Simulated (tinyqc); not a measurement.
Depletion-mode phase shifter in a rib waveguide and its Mach-Zehnder modulator: one step of the calculation.

A lateral p-n junction at x0 in a waveguide whose mode intensity is a Gaussian of rms width s about x = 0; p side at smaller x. Reverse bias removes carriers and raises the index. Abrupt junction, doping uniform over the whole mode, lumped electrode (no travelling-wave effects).

Problem. Mach-Zehnder modulator. One arm driven from 0 to V: phase 2 pi dneff L/lam; biased at quadrature the output swings between [1 -+ sin(phase/2)]/2; extinction ratio in dB; insertion loss = loss x L.

Values chosen for this exercise:
```
symbol  value  unit                      meaning
lam      1550    nm                   wavelength
L           2    mm  length of the phase shifter
```

dneff = 1.3305859e-4
loss = 28.652539 dB/cm

Give: phase; extinction ratio; insertion loss.

Solution.

phase = 0.3434 pi
extinction ratio = 4.930 dB
insertion loss = 5.731 dB

Program tinyqc, `OMP_NUM_THREADS=1 python tinyqc.py 2650109 2650110 out.jsonl`; Intel Xeon 2.30GHz, shared host, one thread, about 0.01 s.
